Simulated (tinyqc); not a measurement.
Hubbard ring of 6 sites, step by step. One step of it, computed by the program tinyqc.

Question. Mean-field iteration 1. H(up) = T + U n(down), H(down) = T + U n(up); fill the lowest levels; n(new) = n + mixing (n(out) - n); E = tr T (rho up + rho down) + U sum n_up n_down of the output.

one-body matrix (hopping and site energies) (eV):
```
           1          2          3          4          5          6
1   0.000000  -1.240000   0.000000   0.000000   0.000000  -1.240000
2  -1.240000   0.000000  -1.240000   0.000000   0.000000   0.000000
3   0.000000  -1.240000   0.000000  -1.240000   0.000000   0.000000
4   0.000000   0.000000  -1.240000   0.000000  -1.240000   0.000000
5   0.000000   0.000000   0.000000  -1.240000   0.000000  -1.240000
6  -1.240000   0.000000   0.000000   0.000000  -1.240000   0.000000
```

U = 6.500000 eV

electrons, up and down: 3  3

mixing = 1

n(up) at the start (a guess, not normalised): 1 0.950000, 2 0.050000, 3 0.950000, 4 0.050000, 5 0.950000, 6 0.050000

n(down) at the start (a guess): 1 0.050000, 2 0.950000, 3 0.050000, 4 0.950000, 5 0.050000, 6 0.950000

Give: levels, up; levels, down; energy; n(up) after iteration 1; n(down) after iteration 1.

Answer.

levels, up (eV): -0.5848  0.0730  0.0730  6.4270  6.4270  7.0848

levels, down (eV): -0.5848  0.0730  0.0730  6.4270  6.4270  7.0848

energy = -2.7401 eV

n(up) after iteration 1: 1 0.9340, 2 0.0660, 3 0.9340, 4 0.0660, 5 0.9340, 6 0.0660

n(down) after iteration 1: 1 0.0660, 2 0.9340, 3 0.0660, 4 0.9340, 5 0.0660, 6 0.9340
